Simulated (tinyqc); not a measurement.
# AlGaN/GaN HEMT with access regions, lumped model: several studies

A polarisation-induced electron sheet under a Schottky gate, in series with two ungated access regions and contacts. Drift law v = mu E/(1 + mu E/vs) under the gate. Currents in mA/mm, resistances in ohm mm. No self-heating, no channel-length modulation; fits for polarisation, barrier and offset are chosen for the exercise.

Parameters, values chosen for the exercise; values close to those of AlGaN/GaN structures: aluminium share of the barrier x = 0.32; barrier thickness d = 12 nm; relative permittivity of barrier and channel eps_r = 9; channel mobility mu = 1800 cm^2/(V s); saturation velocity vs = 1.2e7 cm/s; gate length Lg = 0.25 um; source access length Ls = 0.5 um; drain access length Ld = 1.5 um; resistance of each contact Rc = 0.25 ohm mm; share of the drain-access electrons removed by traps ft = 0.37; gate voltage Vg = -0.5 V.

Constants: q = 1.602176634e-19 C, eps0 = 8.8541878128e-14 F/cm where lengths are in cm. Results are converted to the units shown.

Each table varies one quantity; the others keep the values above.

## Effect of the aluminium share of the barrier

sigma = (5e13 x + 1.6e13 x^2) cm^-2, phiB = 0.84 + 1.3 x, dEc = 0.7 (1.71 x + x^2) in volts, Cb = eps0 eps_r/d, VT = phiB - dEc - q sigma/Cb, access density n0 = -Cb VT/q. Access resistance R(L, n) = L/(q mu n sqrt(1 - (I/(q n vs))^2)); Rs = Rc + R(Ls, n0), Rd = Rc + R(Ld, (1 - ft) n0). Vg' = Vg - I Rs, Vd' = Vd - I (Rs + Rd); with u = Vg' - VT, Vc = vs Lg/mu and w the smaller of Vd' and Vc [sqrt(1 + 2 u/Vc) - 1] (0 if negative), the channel gives (mu Cb/Lg)(u w - w^2/2)/(1 + w/Vc). I equals that channel current. Isat is I at Vd = 10 V, gm = dIsat/dVg, Ron the limit of Vd/I at small Vd.

Effect of the aluminium share of the barrier:
```
x,VT (V),n0 (cm^-2),Ron (ohm mm),Isat (mA/mm),gm (mS/mm)
0.17,-1.325,5.492e12,2.572,267.8,403.5
0.22,-2.012,8.339e12,1.836,587.9,457.7
0.27,-2.722,1.128e13,1.480,949.7,488.2
0.32,-3.454,1.432e13,1.269,1342,508.7
0.37,-4.210,1.745e13,1.129,1759,523.7
0.42,-4.988,2.067e13,1.030,2198,535.3
```

As x goes from 0.17 to 0.42, Ron falls from 2.57 to 1.03 ohm mm, Isat rises from 268 to 2200 mA/mm and gm rises from 403 to 535 mS/mm. VT falls from -1.33 to -4.99 V. For x = 0.22 to 0.42 the power passes 5 W/mm, where self-heating, left out here, lowers the current.

## Effect of the source access length

Same model as above.

The same in every row: VT (V) = -3.454; n0 (cm^-2) = 1.432e13.

Effect of the source access length:
```
Ls (um),Ron (ohm mm),Isat (mA/mm),gm (mS/mm)
0.1,1.172,1424,551.1
0.3,1.220,1381,528.5
0.6,1.293,1323,499.6
1,1.390,1255,467.9
1.5,1.511,1181,435.7
2.5,1.753,1059,386.2
4,2.116,921.3,333.4
```

What does the table show?

As Ls goes from 0.1 to 4 um, Ron rises from 1.17 to 2.12 ohm mm, Isat falls from 1420 to 921 mA/mm and gm falls from 551 to 333 mS/mm. The ceiling Cb vs is 797 mS/mm. In every row the power passes 5 W/mm, where self-heating, left out here, lowers the current.

## Output curve without and with trapping

Same model as above.

The two columns take ft = 0 and ft = 0.37; collapse = 1 - (second)/(first).

Output curve without and with trapping:
```
Vd (V),"I, ft = 0 (mA/mm)","I, ft = 0.37 (mA/mm)",collapse (%)
0.25,234.1,195.1,16.67
0.5,460.0,383.4,16.63
1,868.0,724.1,16.57
2,1332,1194,10.38
3,1342,1342,0.00
4,1342,1342,0.00
6,1342,1342,0.00
8,1342,1342,0.00
12,1342,1342,0.00
```

Without trapping the current rises from 234 to 1340 mA/mm and first comes within 2 % of its last value at Vd = 2 V among the rows; with trapping that knee lies at 3 V. The collapse is 17 % in the first row, at most 17 % and 0 % in the last: once the gated channel saturates, the drain access only takes spare voltage. For Vd = 4 to 12 V the power passes 5 W/mm, where self-heating, left out here, lowers the current.

tinyqc, about 0.02 s, one thread, Intel Xeon 2.30GHz (shared host): `OMP_NUM_THREADS=1 python tinyqc.py 2570021 2570022 out.jsonl`
